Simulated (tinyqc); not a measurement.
Worked calculation: plane-wave Kohn-Sham cycle with exchange-only LDA in a layered model solid. One step of it, computed by the program tinyqc.

Problem. Iteration 2: levels at that k. Diagonalise the Hermitian matrix.

H (hartree), order -3, -2, -1, +0, +1, +2, +3:
```
[[2.385020, -0.031344, -0.000119, -0.000059, 0.000136, 0.000012, 0.000006],
 [-0.031344, 0.917202, -0.031344, -0.000119, -0.000059, 0.000136, 0.000012],
 [-0.000119, -0.031344, 0.036512, -0.031344, -0.000119, -0.000059, 0.000136],
 [-0.000059, -0.000119, -0.031344, -0.257052, -0.031344, -0.000119, -0.000059],
 [0.000136, -0.000059, -0.000119, -0.031344, 0.036512, -0.031344, -0.000119],
 [0.000012, 0.000136, -0.000059, -0.000119, -0.031344, 0.917202, -0.031344],
 [0.000006, 0.000012, 0.000136, -0.000059, -0.000119, -0.031344, 2.385020]]
```

Give: eigenvalues.

Solution.

eigenvalues (hartree): [-0.2636, 0.0355, 0.0418, 0.9175, 0.9178, 2.3857, 2.3857]
